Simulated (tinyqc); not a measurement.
Rapid thermal processing of a wafer: radiative balance, ramp and cooling, pattern effects, pyrometer error and spike budget: one step, computed by the program tinyqc.

The wafer is opaque and uniform through its thickness unless said otherwise; temperatures in formulas are in kelvin (C + 273.15). sigma = 5.670374419e-12 W/(cm^2 K^4).

Question. Pyrometer error. Signal proportional to eps/(exp(c2/(lambda T)) - 1), c2 = h c/k_B. If the assumed emissivity is too high by the given error, the reading T' solves (1 + error)/(exp(c2/(lambda T')) - 1) = 1/(exp(c2/(lambda T)) - 1). Wien estimate: T' - T = -lambda T^2 ln(1 + error)/c2. Process rates go as exp(-E_a/(k_B T)).

Inputs (values chosen for the exercise, modelled on a hot silicon wafer):

| quantity | value | unit |
|---|---|---|
| process temperature | 978 | C |
| starting temperature | 500 | C |
| pyrometer wavelength | 4.5 | micrometre |
| error of the assumed emissivity | 4.3 | % |
| activation energy of the process E_a | 1.24 | eV |

Constants: h = 6.62607015e-34 J s; c = 299792458 m/s; k_B = 1.380649e-23 J/K; k_B = 8.617333262e-05 eV/K.

Give: c2; c2/(lambda T); reading less true temperature; Wien estimate; rate at T over rate at T', less 1.

Answer.

c2 = 14388 micrometre K

c2/(lambda T) = 2.555

reading less true temperature = -18.76 K

Wien estimate = -20.61 K

rate at T over rate at T', less 1 = 19.13 %

Caution: below about 600 C lightly doped silicon is partly transparent at this wavelength, so its emissivity is not yet the hot value early in the ramp.
